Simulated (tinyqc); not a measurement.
Thin-film transistor with exponential tail and deep states, accumulation layer: one step of the calculation.

An undoped film in accumulation, thicker than the space-charge layer. With band bending psi the Fermi level lies E0 - psi below the band edge. Free electrons n = n0 exp(psi/Vt) carry the current; electrons in two exponential distributions of traps, a = a0 exp(psi/Va) and d = d0 exp(psi/Vp), do not. Linear regime, ohmic contacts, traps in equilibrium.

Task. Bulk densities. Va = kB Tt/q, Vp = kB Td/q; n0 = Nc exp(-E0/Vt), a0 = Nt th(T/Tt) exp(-E0/Va), d0 = Nd th(T/Td) exp(-E0/Vp), th(x) = pi x/sin(pi x).

Values chosen for this exercise; values close to those of amorphous indium gallium zinc oxide: temperature T = 250 K; density of extended states Nc = 4e18 cm^-3; total density of tail states Nt = 4.4e18 cm^-3; characteristic temperature of the tail Tt = 370 K; total density of deep states Nd = 7.3e16 cm^-3; characteristic temperature of the deep states Td = 2200 K; bulk Fermi level below the band edge E0 = 0.6 eV.

Constants: q = 1.602176634e-19 C, kB = 1.380649e-23 J/K, Vt = kB T/q. Results are converted to the units shown.

Wanted: Va; Vp; th(T/Tt); n0; a0; d0.

Result.

Va = 0.03188 V
Vp = 0.1896 V
th(T/Tt) = 2.493
n0 = 3.211e6 cm^-3
a0 = 7.371e10 cm^-3
d0 = 3.148e15 cm^-3

Computed by the program tinyqc: `OMP_NUM_THREADS=1 python tinyqc.py 2610065 2610066 out.jsonl`, one thread of a shared Intel Xeon 2.30GHz, about 0.02 s for the whole run.
